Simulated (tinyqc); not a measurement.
Inside a calculation. Method: Hubbard chain of 2 sites. One step of it, computed by the program tinyqc.

Task: The many-body Hamiltonian. Basis: all placements (u, d, 2, 0 on each site), up operators ordered before down ones; hops carry the sign of the same-spin electrons passed.

one-body matrix (hopping and site energies) (eV):
```
           1          2
1   0.000000  -0.880000
2  -0.880000   0.000000
```

U = 5.500000 eV

electrons, up and down: 1  1

Give: H.

Result:

H (eV), lower triangle:
```
        20      ud      du     02
20   5.500
ud  -0.880   0.000
du  -0.880   0.000   0.000
02   0.000  -0.880  -0.880  5.500
```
